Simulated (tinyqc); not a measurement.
Perpendicular magnetic tunnel junction: magnetoresistance, thermal stability and spin-torque switching: one step of the calculation.

A circular free layer treated as one macrospin with its easy axis out of plane. mu0 = 1.25663706212e-6 H/m, gyromagnetic ratio q/m0 (g = 2). Magnetic parameters are taken as given at T.

Problem. Retention of the array. A bit flips thermally at the rate exp(-Delta)/t0; the chance that any of N bits flips in ten years (3.15576e8 s) is 1 - exp[-N (time/t0) exp(-Delta)]. The Delta needed for a chance of 1e-4 follows by inversion.

Inputs (values chosen for the exercise): attempt time t0 = 1 ns; bits N = 1.07e9.

Delta = 69.077633

Find: mean life of one bit; expected flips in ten years; Delta needed.

Solution.

mean life of one bit = 3.1691e13 years
expected flips in ten years = 3.3764e-4
Delta needed = 70.294

Delta falls short of the need by 1.22.

Program tinyqc, `OMP_NUM_THREADS=1 python tinyqc.py 2450004 2450005 out.jsonl`; Intel Xeon 2.30GHz, shared host, one thread, about 0.01 s.
